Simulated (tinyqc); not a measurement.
## Field from the level spacing

Problem. In a triangular well E_k = a_k (C F^2/mz1)^(1/3), a_1 = 2.338107, a_2 = 4.087949, C = hbar^2/(2 m0), F in eV/nm (1 MV/cm = 0.1 eV/nm). Find F, E_1, the mean distance 2 E_1/(3 F) of the lowest level and the sheet charge eps0 eps_r F/q behind such a field.

Values chosen for this exercise:
```
symbol  value  unit                                     meaning
eps_r    11.5                             relative permittivity
mz1     0.259    m0  mass along z of valley set A (6 valley(s))
```

Constants: q = 1.602176634e-19 C, hbar = 1.054571817e-34 J s, m0 = 9.1093837015e-31 kg, eps0 = 8.8541878128e-14 F/cm where lengths are in cm, hbar^2/(2 m0) = 0.0380998212 eV nm^2. Results are converted to the units shown.

spacing of the two lowest levels = 177.17105 meV

Answer. The spacing over a_2 - a_1 is the energy scale (C F^2/mz1)^(1/3), which gives F.

F = 0.840 MV/cm
E_1 = 237 meV
mean distance = 1.88 nm
sheet charge over q = 5.34e12 cm^-2

Computed by the program tinyqc: `OMP_NUM_THREADS=1 python tinyqc.py 2160063 2160064 out.jsonl`, one thread of a shared Intel Xeon 2.30GHz, about 0.4 s for the whole run.
